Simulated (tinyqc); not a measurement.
# Hot electrons in a saturated n-channel MOSFET, lucky-electron model: what changes with what

Beyond pinch-off the lateral field grows as Esat cosh(y/l) over the velocity-saturated region (pseudo-two-dimensional model). Impact ionisation in this region gives the substrate current, which biases the body forward through Rsub. Currents are per width. Local-field laws: they overstate ionisation when the field peak is narrower than an energy relaxation length.

Inputs (values chosen for the exercise); values close to those of silicon n-channel devices:
- L = 0.25 um (channel length)
- tox = 5.8 nm (oxide thickness)
- xj = 78 nm (junction depth)
- VT = 0.58 V (threshold)
- mu = 380 cm^2/(V s) (effective mobility)
- vs = 8.5e6 cm/s (saturation velocity)
- Ai = 2e6 1/cm (ionisation prefactor)
- Bi = 1.85 MV/cm (ionisation field)
- Rd = 400 ohm um (resistance of the lightly doped drain)
- Rsub = 17000 ohm um (substrate resistance)
- kb = 0.31 (fall of VT per volt of forward body bias)
- m = 3.1 (lifetime exponent)
- Hl = 25000 s uA/um (lifetime constant)
- Vd = 2.4 V (drain voltage)
- Vg = 1.5 V (gate voltage)

Constants: eps0 = 8.8541878128e-14 F/cm where lengths are in cm. Results are converted to the units shown.

Each table varies one quantity; the others keep the values above.

## Effect of the drain voltage

Cox = 3.9 eps0/tox, l = sqrt(3 tox xj), Esat = 2 vs/mu. Overdrive g = Vg - VT + kb Vb; Vdsat = g Esat L/(g + Esat L); Id = Cox vs (g - Vdsat); dV = Vd - Id Rd - Vdsat; Em = sqrt((dV/l)^2 + Esat^2); Isub = Id (Ai/Bi) l Em exp(-Bi/Em). Vb = Rsub Isub is solved self-consistently. Lifetime tau = (Hl/Id)(Isub/Id)^(-m); 1 year = 3.15576e7 s.

Effect of the drain voltage:
```
Vd (V)	Id (uA/um)	Em (MV/cm)	Isub (uA/um)	Isub/Id	tau (years)
1.5	210.4	0.2513	0.1336	6.348e-4	3.073e4
1.67	211.0	0.2966	0.4869	0.002307	560.9
1.84	212.5	0.3417	1.289	0.006066	27.82
2.01	215.3	0.3866	2.769	0.01286	2.672
2.19	220.1	0.4336	5.332	0.02422	0.3673
2.36	227.0	0.4773	8.944	0.03941	0.07881
2.53	236.6	0.5202	13.99	0.05912	0.02151
2.7	249.7	0.5620	20.79	0.08326	0.007046
```

As Vd goes from 1.5 to 2.7 V, Em rises from 0.251 to 0.562 MV/cm, Isub rises from 0.134 to 20.8 uA/um and tau falls from 30700 to 0.00705 years. The slope of ln(tau) against 1/Vd is 59.0 V between the first two rows and 44.8 V between the last two; ten years are last met at Vd = 1.84 V among the rows. At Vd = 1.5 V tau is a far extrapolation that only says that hot carriers are no limit.

## Effect of the junction depth

Same model as above.

Effect of the junction depth:
```
xj (nm)	Id (uA/um)	Em (MV/cm)	Isub (uA/um)	Isub/Id	tau (years)
42	265.6	0.6476	28.87	0.1087	0.002898
57	243.6	0.5641	17.62	0.07232	0.01118
78	229.0	0.4874	9.991	0.04364	0.05696
110	219.3	0.4138	4.911	0.02239	0.4704
140	215.3	0.3684	2.790	0.01296	2.613
200	212.1	0.3098	1.070	0.005044	49.40
```

As xj goes from 42 to 200 nm, Em falls from 0.648 to 0.310 MV/cm, Isub falls from 28.9 to 1.07 uA/um and tau rises from 0.00290 to 49.4 years. From the first row to the last, log10(tau) changes by 4.2: 4.1 from (Isub/Id)^(-m), which holds Em and l, and 0.098 from 1/Id. At xj = 42 nm the body is biased forward by over 0.45 V, close to turning on the parasitic bipolar transistor. At xj = 42 nm Isub/Id passes 0.1, where multiplication of the secondary carriers, left out here, counts. At xj = 200 nm the saturated region takes over 60 % of L, so using the full L in Vdsat is rough.

## Effect of the gate voltage

Same model as above.

Results:
```
Vg (V)	Id (uA/um)	Em (MV/cm)	Isub (uA/um)	Isub/Id	tau (years)
0.73	9.683	0.6148	1.170	0.1208	0.05728
1.15	108.4	0.5346	7.253	0.06690	0.03199
1.36	178.4	0.5049	9.193	0.05153	0.04366
1.56	251.3	0.4804	10.23	0.04069	0.06446
1.77	332.3	0.4576	10.63	0.03198	0.1029
1.98	416.4	0.4369	10.50	0.02521	0.1717
2.19	503.0	0.4178	9.987	0.01985	0.2978
2.4	591.5	0.3998	9.217	0.01558	0.5368
```

Estimate the missing row, Vg = 0.94 V.

Computed row:
```
Vg (V)	Id (uA/um)	Em (MV/cm)	Isub (uA/um)	Isub/Id	tau (years)
0.94	49.47	0.5704	4.386	0.08867	0.02927
```

With this row back in the table: As Vg goes from 0.73 to 2.4 V, Em falls from 0.615 to 0.400 MV/cm, Isub goes from 1.17 through a maximum of 10.6 (at Vg = 1.77 V among the rows listed) to 9.22 uA/um and tau goes from 0.0573 through a minimum of 0.0293 (at Vg = 0.94 V among the rows listed) to 0.537 years. Id grows with Vg while the rising Vdsat lowers the field, hence the bell shape; the peak row has Vg/Vd = 0.74. At Vg = 0.73 V Isub/Id passes 0.1, where multiplication of the secondary carriers, left out here, counts.

Program tinyqc, `OMP_NUM_THREADS=1 python tinyqc.py 2550061 2550062 out.jsonl`; Intel Xeon 2.30GHz, shared host, one thread, about 0.01 s.
